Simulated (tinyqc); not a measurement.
What each parameter does: round or elliptic silicon nanowire with anisotropic valleys (Ritz method).

Wire along x = [100] on a (001) wafer, y = [010], z = [001]. Valley groups, two valleys each (w = inverse masses): A, axis along z: w_y = 1/mt, w_z = 1/ml, m_x = mt; B, axis along y: w_y = 1/ml, w_z = 1/mt, m_x = mt; C, axis along x: w_y = w_z = 1/mt, m_x = ml.

Hard wall on the ellipse (y/a)^2 + (z/b)^2 = 1, c = hbar^2/2m0. With u = y/a, v = z/b the operator is -c [(w_y/a^2) d2/du2 + (w_z/b^2) d2/dv2] on the unit disc. Basis (1 - u^2 - v^2) u^i v^j; S, X and Y are the disc integrals of f f', (df/du)(df'/du) and (df/dv)(df'/dv), from the integral of u^p v^q = 2 Gamma((p+1)/2) Gamma((q+1)/2)/((p + q + 2) Gamma((p+q+2)/2)) for even p, q; H = c (w_y X/a^2 + w_z Y/b^2).

Converged values use 21 functions of each parity class (e or o in u, then in v).

Constants: hbar^2/2m0 = 3.80998211 eV angstrom^2.

Parameters, chosen for this exercise (near those of a Si nanowire; shifted at random, so the results belong to these values and not to a real crystal):
- ml = 0.906 m0 (longitudinal mass)
- mt = 0.187 m0 (transverse mass)
- a = 28 angstrom (semi-axis along y)
- b = 14 angstrom (semi-axis along z)

Lowest level of groups A and B.

One parameter was then changed.

Results before and after:
```
case     A (eV)  B (eV)  B - A (meV)
base     0.1372  0.2986        161.5
changed  0.1596  0.3972        237.7
```

Which of these changes was made? (a) a = 26 angstrom; (b) b = 12 angstrom; (c) ml = 1.015 m0; (d) mt = 0.206 m0.

Answer: (b) b = 12 angstrom. Of the candidates, run in turn, only this one gives the changed row.

All candidates:
```
case             A (eV)  B (eV)  B - A (meV)
base             0.1372  0.2986        161.5
a = 26 angstrom  0.1491  0.3024        153.3
b = 12 angstrom  0.1596  0.3972        237.7
ml = 1.015 m0    0.1304  0.2960        165.5
mt = 0.206 m0    0.1302  0.2733        143.0
```

tinyqc: `OMP_NUM_THREADS=1 python tinyqc.py 1250789 1250790 out.jsonl`; about 0.04 s, one thread, shared Intel(R) Xeon(R) Processor @ 2.30GHz.
